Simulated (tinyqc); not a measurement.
Changing the field B: Heisenberg spin cluster by exact diagonalisation: multiplets, susceptibility, level crossings. Computed by tinyqc, a small Python program. Command: `OMP_NUM_THREADS=1 python tinyqc.py 3008099 3008100 out.jsonl spincl sweep`. One thread of a shared host (Intel(R) Xeon(R) Processor @ 2.30GHz), about 0.01 s of CPU time with the checks.

H = J1 sum S_i.S_j over the bonds 1-2, 2-3 + J2 sum over 1-3 - g mu_B B S_z; J > 0 is antiferromagnetic.

Inputs (values chosen for the exercise, for a model cluster): exchange J1 = 13.3 meV; exchange J2 = 12 meV; g factor = 1.97; temperature T = 160 K.

Cluster: triangle, two J1 bonds and one J2 bond. Spin s of each site: 1.

Constants: k_B = 8.617333262e-05 eV/K; mu_B = 5.7883818060e-05 eV/T.

Method. Every multiplet has one member in the block S_z = 0; diagonalise it and read the total spin from <S^2> = S (S + 1). Each multiplet splits as E - g mu_B B m; <S_z> is the Boltzmann mean. The first level crossing is at the smallest (E_S - E_0)/(g mu_B (S - S_0)) over higher spins (0 if the ground state has the highest spin).

One run for each value:
```
field B (T)   <S_z>  first crossing field (T)
6.7          0.0394                    93.834
11.0         0.0647                    93.834
19.0         0.1118                    93.834
33.0         0.1938                    93.834
56.0         0.3277                    93.834
95.0         0.5504                    93.834
160.0        0.9089                    93.834
280.0        1.5547                    93.834
470.0        2.4533                    93.834
800.0        2.9553                    93.834
```

Describe and explain the trends.

Over the rows, <S_z> rises from 0.0394 to 2.96 (exponent d ln y / d ln x 1.00 between the first rows and 0.35 between the last). At small field <S_z> is linear in B; any level crossing is rounded over k_B T/(g mu_B) = 120 T.

Extremes, crossings and ranges named in words are read from the listed rows.
